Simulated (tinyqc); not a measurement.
Equilibrium and kinetic segregation of a solute to boundaries and growing surfaces: one step, computed by the program tinyqc.

Task: How fast the boundary fills. McLean kinetics from a uniform start, fed from both sides, with a constant enrichment beta = theta_inf/x0: (theta - x0)/(theta_inf - x0) = 1 - exp(s^2) erfc(s), s = 2 sqrt(D t)/(beta delta); half filling at s = 0.7691, t = (0.7691 beta delta/2)^2/D. D is an input and does not follow T.

Inputs (values chosen for the exercise, modelled on a solute in a copper line):
```
quantity                    value   unit
total solute fraction x0   0.0065      -
temperature T                 925      K
boundary thickness delta     0.73     nm
bulk diffusivity D        1.9e-19  m^2/s
anneal time t                  38      s
```

coverage theta_inf = 0.1411307

Give: s; degree of filling; time to half filling; diffusion length sqrt(D t).

Result:

s = 0.3391

degree of filling = 0.2915

time to half filling = 195.5 s

diffusion length sqrt(D t) = 2.687 nm
